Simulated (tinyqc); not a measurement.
Gated two-dimensional channel with two bands, quantum capacitance: one step of the calculation.

phi is the Fermi level above the lowest band edge, in volts; Vg is counted from the gate voltage at which an empty channel would have phi = 0. The channel has no thickness; trap charge is -q Dit phi.

Problem. New phi. D1 = gv md m0 q/(pi hbar^2), D2 = g2 m2 m0 q/(pi hbar^2) per eV; n1 = D1 Vt ln(1 + exp(phi/Vt)), n2 = D2 Vt ln(1 + exp((phi - E2)/Vt)), n = n1 + n2; Cq = q dn/dphi = q [D1/(1 + exp(-phi/Vt)) + D2/(1 + exp((E2 - phi)/Vt))]. Newton: f = phi + q (n + Dit phi)/Cox - Vg, phi(new) = phi - f/(1 + (Cq + q Dit)/Cox).

Parameters, values chosen for the exercise; lowest band close to that of a thin In0.53Ga0.47As body: temperature T = 300 K; in-plane mass md = 0.0461 m0; valley degeneracy gv = 1; in-plane mass of a second band, chosen freely m2 = 0.078 m0; valley degeneracy of that band, chosen freely g2 = 6; second band edge above the first E2 = 0.34 eV; density of traps Dit = 2e11 cm^-2 eV^-1; gate voltage Vg = 0.32 V.

Constants: q = 1.602176634e-19 C, kB = 1.380649e-23 J/K, hbar = 1.054571817e-34 J s, m0 = 9.1093837015e-31 kg, Vt = kB T/q. Results are converted to the units shown.

phi after iteration 2 = 0.083234357 V
Cox = 0.90871928 uF/cm^2

Find: n1; n2; Cq; f; phi after iteration 3.

Solution.

n1 = 1.6224e12 cm^-2
n2 = 2.4556e8 cm^-2
Cq = 2.9683 uF/cm^2
f = 0.052259 V
phi after iteration 3 = 0.071086 V

Program tinyqc, `OMP_NUM_THREADS=1 python tinyqc.py 2200028 2200029 out.jsonl`; Intel Xeon 2.30GHz, shared host, one thread, about 0.01 s.
